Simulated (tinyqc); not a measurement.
From one set of inputs to another, one input at a time: Berg model of reactive sputtering of a nitride or oxide: poisoning, hysteresis and pumping speed. Computed by tinyqc, a small Python program. Command: `OMP_NUM_THREADS=1 python tinyqc.py 3016242 3016243 out.jsonl berg ladder`. One thread of a shared host (Intel(R) Xeon(R) Processor @ 2.30GHz), about 0.03 s of CPU time with the checks.

A diatomic gas reacts with bare metal on the target and on the collecting surfaces; ions remove metal and compound from the target. theta_t and theta_c are the compound fractions.

The inputs printed are set A. Set A is close to those used for titanium dioxide; the values taken over come from a set close to those used for titanium nitride. Inputs not listed in the table keep their values of set A, so the rows need not describe a real material.

Inputs (values chosen for the exercise, close to those used for titanium dioxide):
```
quantity                         value     unit
ion current density J               43  mA/cm^2
target area A_t                    270     cm^2
collecting area A_c               2400     cm^2
metal yield Y_m                   0.54        -
compound yield Y_c               0.026        -
sticking coefficient alpha        0.21        -
reactive atoms per metal atom z      2        -
gas mass M                          32        u
pumping speed S                    240      l/s
gas temperature T                  300        K
reactive partial pressure P      0.011       Pa
```

Constants: e = 1.602176634e-19 C; u = 1.6605390666e-27 kg; k_B = 1.380649e-23 J/K.

Method. Ion flux j = J/e; gas flux F = P/sqrt(2 pi M k_B T). Target: (2/z) alpha F (1 - theta_t) = j Y_c theta_t. Sputtered flows F_c = j Y_c theta_t A_t, F_m = j Y_m (1 - theta_t) A_t. Collector: (2/z) alpha F (1 - theta_c) A_c + F_c (1 - theta_c) = F_m theta_c. Gas use Q = alpha F [(1 - theta_t) A_t + (1 - theta_c) A_c] + P S/(k_B T); 1 sccm = 4.4780e17 molecules/s. Rate R = F_m + F_c, given relative to j Y_m A_t. P is a single-valued function of the flow Q only if dQ/dP > 0 everywhere: S must exceed k_B T times the steepest fall of the surface terms with P.

Each row keeps all changes above it:
```
input moved                        from      to  total flow Q (sccm)  rate relative to clean metal  pressure of the steepest fall (Pa)
set A                                 -       -               22.289                       0.55172                             0.03638
collecting area A_c (cm^2)         2400    3900               27.850                       0.55172                             0.02880
reactive partial pressure P (Pa)  0.011  0.0054               20.197                       0.71053                             0.02880
sticking coefficient alpha         0.21    0.15               16.293                       0.77356                             0.04032
compound yield Y_c                0.026    0.16               17.209                       0.96603                             0.13180
target area A_t (cm^2)              270     290               17.497                       0.96603                             0.13653
ion current density J (mA/cm^2)      43     8.5                9.857                       0.85630                             0.02699
pumping speed S (l/s)               240     150                9.594                       0.85630                             0.02699
```

Which inputs carry the difference?

Total flow Q goes from 22.3 to 9.59, a factor 0.430 in all. The largest single move comes from ion current density J (a factor 0.563), and collecting area A_c works against it (a factor 1.25). Rate relative to clean metal goes from 0.552 to 0.856, a factor 1.55 in all. The largest single move comes from reactive partial pressure P (a factor 1.29), and ion current density J works against it (a factor 0.886). Pressure of the steepest fall goes from 0.0364 to 0.0270, a factor 0.742 in all. The largest single move comes from ion current density J (a factor 0.198), and compound yield Y_c works against it (a factor 3.27). The single moves hold for this order of the switches; the total does not depend on the order.

Extremes, crossings and ranges named in words are read from the listed rows.
